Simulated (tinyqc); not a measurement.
# Hexagonal on-chip spiral inductor, lumped pi model: effects of single changes

Outer diameter do = di + 2 n wd + 2 (n - 1) sp, mean da = (do + di)/2, fill p = (do - di)/(do + di), length l = 3.464 n da. L = 2.33 mu0 n^2 da/(1 + 3.82 p), mu0 = 4 pi 1e-7 H/m. Rs = rho l/(wd delta (1 - exp(-th/delta))), delta = sqrt(rho/(pi f mu0)). Cs = n wd^2 eps0 eo/hu across the coil. At each end Cox = l wd eps0 eo/(2 ho) leads to the substrate branch Rsi = 2 rs he/(l wd) in parallel with Csi = l wd eps0 11.7/(2 he). With one end grounded Y = 1/(Rs + i w L) + i w Cs + 1/[1/(i w Cox) + 1/(1/Rsi + i w Csi)], w = 2 pi f; Q = -Im Y/Re Y. Eddy currents in neighbouring turns and in the substrate are left out.

Values chosen for this exercise; values of the order met in silicon radio-frequency processes:
- n = 1.5 (number of turns)
- wd = 6 um (line width)
- sp = 2 um (space between turns)
- di = 40 um (inner diameter)
- th = 3 um (metal thickness)
- rho = 1.9 uohm cm (metal resistivity)
- ho = 8.1 um (oxide below the coil)
- hu = 1 um (oxide between coil and underpass)
- eo = 3 (relative permittivity of the oxide)
- rs = 10 ohm cm (substrate resistivity)
- he = 80 um (effective spreading depth in the substrate)
- f = 2.3 GHz (frequency)

Constants: eps0 = 8.8541878128e-12 F/m. Results are converted to the units shown.

Each table varies one quantity; the others keep the values above.

## Quality factor against frequency

Apparent inductance Im(1/Y)/w; share of the loss Re(substrate branch)/Re Y.

Results:

| f (GHz) | Rs (ohm) | w L/Rs | Q | apparent inductance (nH) | loss in the substrate (%) |
|---|---|---|---|---|---|
| 4.2 | 0.8182 | 6.023 | 6.016 | 0.1868 | 0.07364 |
| 6.8 | 1.006 | 7.928 | 7.902 | 0.1869 | 0.2278 |
| 11 | 1.257 | 10.27 | 10.18 | 0.1871 | 0.5758 |
| 18 | 1.596 | 13.23 | 12.99 | 0.1877 | 1.312 |
| 30 | 2.055 | 17.13 | 16.39 | 0.1894 | 2.881 |
| 80 | 3.354 | 27.98 | 22.21 | 0.2078 | 11.61 |
| 130 | 4.276 | 35.67 | 20.49 | 0.2552 | 21.41 |
| 210 | 5.434 | 45.34 | 8.660 | 0.6190 | 35.87 |

Estimate the missing row, f = 49 GHz.

Computed row:

| f (GHz) | Rs (ohm) | w L/Rs | Q | apparent inductance (nH) | loss in the substrate (%) |
|---|---|---|---|---|---|
| 49 | 2.625 | 21.90 | 19.81 | 0.1941 | 5.898 |

With this row back in the table: Q goes from 6.02 through a maximum of 22.2 (at f = 80 GHz among the rows listed) to 8.66; the exact peak is 22.3 at 90.0 GHz and Q reaches zero at the self-resonance, 251 GHz. The share of the substrate rises from 0.0736 to 35.9 %, and the apparent inductance ends at 3.31 times L. At the peak the substrate takes 13.6 % of the loss. For f = 130, 210 the coil is longer than 0.15 of a wavelength in the oxide, where one lumped section is rough.

## Effect of the metal thickness

Same model as above.

Peak Q and its frequency from a search over f; self-resonance where Im Y = 0; Q at the given f (negative beyond resonance).

The same in every row: L (nH) = 0.1867; do (um) = 60.00.

Results:

| th (um) | peak Q | f of the peak (GHz) | self-resonance (GHz) | Q at f |
|---|---|---|---|---|
| 0.5 | 20.27 | 101.5 | 250.6 | 1.386 |
| 0.9 | 21.96 | 93.41 | 250.6 | 2.197 |
| 2 | 22.34 | 90.08 | 250.6 | 3.553 |
| 3 | 22.34 | 90.01 | 250.6 | 4.147 |
| 4 | 22.34 | 90.01 | 250.6 | 4.445 |
| 6 | 22.34 | 90.01 | 250.6 | 4.668 |
| 9 | 22.34 | 90.01 | 250.6 | 4.734 |

Estimate the missing row, th = 1.5 um.

Computed row:

| th (um) | peak Q | f of the peak (GHz) | self-resonance (GHz) | Q at f |
|---|---|---|---|---|
| 1.5 | 22.31 | 90.44 | 250.6 | 3.062 |

With this row back in the table: As th goes from 0.5 to 9, L stays at 0.187 nH, the peak Q rises from 20.3 to 22.3, its frequency falls from 102 to 90.0 GHz and the self-resonance stays near 251 GHz. Once th exceeds a few skin depths Rs no longer falls.

Program tinyqc, `OMP_NUM_THREADS=1 python tinyqc.py 2302049 2302050 out.jsonl`; Intel Xeon 2.30GHz, shared host, one thread, about 0.01 s.
